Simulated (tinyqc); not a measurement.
Hybridisation of the two arcs: two-node Weyl semimetal on a cubic lattice and its slab.

H = d.s with dx = t sin kx, dy = t sin ky, dz = m (2 - cos kx - cos ky) + M(kz), M = tz (cos k0 - cos kz), k in 1/a. Nodes at (0, 0, +/-k0). Berry curvature of the lower band along z: Omega = d.(dd/dkx x dd/dky)/(2|d|^3), in the sense curl of i<u|grad u>.

Slab of N layers along x with hard walls: layer block t sin(ky) sy + (m (2 - cos ky) + M(kz)) sz, block to the next layer t sx/(2i) - m sz/2.

Inputs chosen for the exercise: t = 0.58 eV (hopping in sx and sy); m = 1.36 eV (mass term); tz = 0.52 eV (hopping along z); k0 = 0.55 1/a (position of the nodes).

ky = 0, kz = 0; lowest positive level against the number of layers. On a half space the amplitudes are z1^n - z2^n with z the roots of (t + m) z^2/2 - (m + M) z + (m - t)/2 = 0.

Level:
```
N    E (eV)
3    0.3711
4    0.2414
5    0.1687
6    0.1238
8   0.07353
10  0.04729
12  0.03184
```

z1, z2: 0.8500  0.4730

The larger root has |z| = 0.8500, so the level should fall by about |z|^2 = 0.722 for two more layers; from 10 to 12 it changes by a factor 0.673, since at these thicknesses (1.6 decay lengths at N = 10) the overlap of the two faces, the norm of the state or the second root still count.

tinyqc: `OMP_NUM_THREADS=1 python tinyqc.py 1451745 1451746 out.jsonl`; about 0.2 s, one thread, shared Intel(R) Xeon(R) Processor @ 2.30GHz.
